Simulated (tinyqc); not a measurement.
Minimum-mode following (dimer method) and harmonic rate on a two-dimensional model surface: one step, computed by the program tinyqc.

V(x, y) = h u^2 + t x + (kappa/2)(y + c u)^2 with u = x^2/w^2 - 1; the path runs from the minimum near (-w, 0) to that near (w, 0).

Task: Stationary points. Newton steps x(new) = x - H^-1 grad V (moves limited to 0.3 angstrom) from (-w, 0), (w, 0) and (0, c) give the two minima and the saddle.

Inputs (values chosen for the exercise, for a model surface):

| quantity | value | unit |
|---|---|---|
| height h | 1 | eV |
| half width w | 1.1 | angstrom |
| transverse stiffness kappa | 1.8 | eV/angstrom^2 |
| curvature c | 0.87 | angstrom |
| tilt t | 0.18 | eV/angstrom |

Surface: curved double well.

Give: positions; energies; barrier from the start.

Result:

positions (angstrom):
```
              x        y
start   -1.1263  -0.0421
end      1.0717   0.0442
saddle   0.0546   0.8679
```

energies (eV): start -0.2004, end 0.1955, saddle 1.0049

barrier from the start = 1.2053 eV
